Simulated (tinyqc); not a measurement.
# Bulk resistivity and mean free path from two films

Question. In the thick-film limit single-crystal films obey rho = rho0 (1 + 3 (1 - ps) lam/(8 d)). Find rho0, lam and the product rho0 lam.

Inputs (values chosen for the exercise):

| symbol | value | unit | meaning |
|---|---|---|---|
| ps | 0.4 |  | specular share of surface scattering |

rho at d = 80 and 330 nm (uohm cm): 1.8495512  1.7059518

Solution. rho is a straight line in 1/d: the intercept is rho0 and the slope (3/8)(1 - ps) rho0 lam. Without ps only the product (1 - ps) lam could be found.

rho0 = 1.660 uohm cm
lam = 40.60 nm
rho0 lam = 67.40 uohm cm nm

tinyqc, about 0.01 s, one thread, Intel Xeon 2.30GHz (shared host): `OMP_NUM_THREADS=1 python tinyqc.py 2100102 2100103 out.jsonl`
